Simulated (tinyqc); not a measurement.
Depth of the donor: donor near an oxide interface in a gate field (two-state model).

Interface at z = 0 (hard wall), donor at z = d, field F pulling electrons to the interface: potential e F z; 1 kV/cm = 1e-5 eV/angstrom, c = hbar^2/2m0, q = e^2/(4 pi eps0), Q = (eps - eo)/(eps + eo). Donor state: E_D = e F d - ED - q Q/(4 eps d), the last term joining the images of ion and electron. Interface state: z exp(-b z/2) exp(-rho^2/(2 L^2)) with E_z = c b^2/(4 mz) + 3 e F/b + q Q b/(8 eps), minimised over b; in the plane at z = 3/b the ion (distance D = d - 3/b) and its image (D' = d + 3/b) give E_rho = c/(mt L^2) - (q/eps)(sqrt(pi)/L)[erfcx(D/L) + Q erfcx(D'/L)], erfcx(x) = exp(x^2) erfc(x), minimised over L. E_I = E_z + E_rho.

The two states couple by t = t0 exp(-D/aD) with t0 = q/(eps aD) (2 aD/L) sqrt(aD b/2) v, v a valley factor; this form is an estimate. With detuning u = E_D - E_I the splitting is sqrt(u^2 + 4 t^2) and the lower state has weight (1 - u/sqrt(u^2 + 4 t^2))/2 on the donor.

Constants: hbar^2/2m0 = 3.80998211 eV angstrom^2; e^2/(4 pi eps0) = 14.39964547 eV angstrom.

Inputs chosen for the exercise (near those of a donor in Si below SiO2, static dielectric constants; not measured data):
- ED = 43 meV (bulk binding energy)
- mz = 0.9 m0 (mass across the interface)
- mt = 0.187 m0 (mass in the plane)
- eps = 11.6 (dielectric constant of the semiconductor)
- eo = 3.9 (dielectric constant of the oxide)
- aD = 20.9 angstrom (donor radius)
- v = 0.54 (valley factor)
- dl = (60, 80, 105, 135, 170, 215, 270) angstrom (depths)

Critical field, and the coupling, E_rho and L at that field.

Results:
```
d (angstrom)  critical field (kV/cm)  e F d/ED  t (meV)  E_rho (meV)  L (angstrom)
60                             137.0     1.912      5.3       -21.95            56
80                              92.2     1.715      1.9       -17.12            68
105                             64.8     1.583     0.53       -13.46            82
135                             47.5     1.491     0.12       -10.74            99
170                             36.0     1.423    0.023        -8.72           116
270                             21.0     1.320  0.00020        -5.70           162
```

Give the missing row, d (angstrom) = 215.

Computed row:
```
d (angstrom)  critical field (kV/cm)  e F d/ED  t (meV)  E_rho (meV)  L (angstrom)
215                             27.3     1.366   0.0027        -7.03           137
```

The critical field falls from 137 to 21 kV/cm, with exponent -1.25 in d, while t drops by a factor 2.7e+04, about e for each 21 angstrom at the end (aD = 20.9). One lattice plane (1.36 angstrom) of misplacement changes t by 6 % and the critical field by about 1.6 % at 105 angstrom.

tinyqc: `OMP_NUM_THREADS=1 python tinyqc.py 1281437 1281438 out.jsonl`; about 0.04 s, one thread, shared Intel(R) Xeon(R) Processor @ 2.30GHz.
